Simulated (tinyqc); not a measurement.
Luttinger-Kohn k.p, four valence bands, step by step. Computed by tinyqc, a small Python program that keeps every step. Settings: g1 = 19.25, g2 = 2.57, g3 = 3.84. Command: `OMP_NUM_THREADS=1 python tinyqc.py 25889 25890 out.jsonl` (the two numbers bound the seeds that draw the settings). One thread of a shared host (Intel(R) Xeon(R) Processor @ 2.60GHz), about 0.01 s of CPU time with the checks.

## Bloch Hamiltonian at k

Luttinger parameters chosen for this model; energies are counted downward from the top of the valence band:
```
parameter      value  unit
g1         19.250000
g2          2.570000
g3          3.840000
```

k point k (1/angstrom): -0.038000  0.042000  0.048000

P = c g1 k^2, Q = c g2 (kx^2 + ky^2 - 2 kz^2), R = c sqrt3 [-g2 (kx^2 - ky^2) + 2i g3 kx ky], S = 2 c sqrt3 g3 (kx - i ky) kz, c = hbar^2/2m = 3.809982 eV angstrom^2; rows [P+Q, -S, R, 0], [-S*, P-Q, 0, R], [R*, 0, P-Q, S], [0, R*, S*, P+Q]. The path ends lie at |k| = 0.07 1/angstrom.

H(k) at k (eV), lower triangle (Hermitian):
```
                     3/2                 1/2                 -1/2      -3/2
3/2             0.390554
1/2   0.092442-0.102173i            0.417970
-1/2  0.005427+0.080887i            0.000000             0.417970
-3/2            0.000000  0.005427+0.080887i  -0.092442+0.102173i  0.390554
```

## Levels at k

Diagonalise the Hermitian matrix.

eigenvalues (eV): 0.243810  0.243810  0.564714  0.564714

## Bands along a path

The same steps at evenly spaced points between the labelled ones.

Bands along the path (eV):
```
k               band 1    band 2    band 3    band 4
[111]         0.215999  0.215999  0.502754  0.502754
[111]-G 0.20  0.138240  0.138240  0.321762  0.321762
[111]-G 0.40  0.077760  0.077760  0.180991  0.180991
[111]-G 0.60  0.034560  0.034560  0.080441  0.080441
[111]-G 0.80  0.008640  0.008640  0.020110  0.020110
G             0.000000  0.000000  0.000000  0.000000
G-[100] 0.20  0.010537  0.010537  0.018213  0.018213
G-[100] 0.40  0.042147  0.042147  0.072854  0.072854
G-[100] 0.60  0.094831  0.094831  0.163921  0.163921
G-[100] 0.80  0.168588  0.168588  0.291414  0.291414
[100]         0.263418  0.263418  0.455335  0.455335
```

## Hole masses

E = c [g1 k^2 -/+ 2 sqrt(g2^2 k^4 + 3 (g3^2 - g2^2)(kx^2 ky^2 + ky^2 kz^2 + kz^2 kx^2))] with c = hbar^2/2m, and m* = hbar^2 k^2 / (2 E).

Masses (electron masses):
```
direction     heavy     light
[100]      0.070872  0.041000
[110]      0.082511  0.037907
[111]      0.086430  0.037133
```
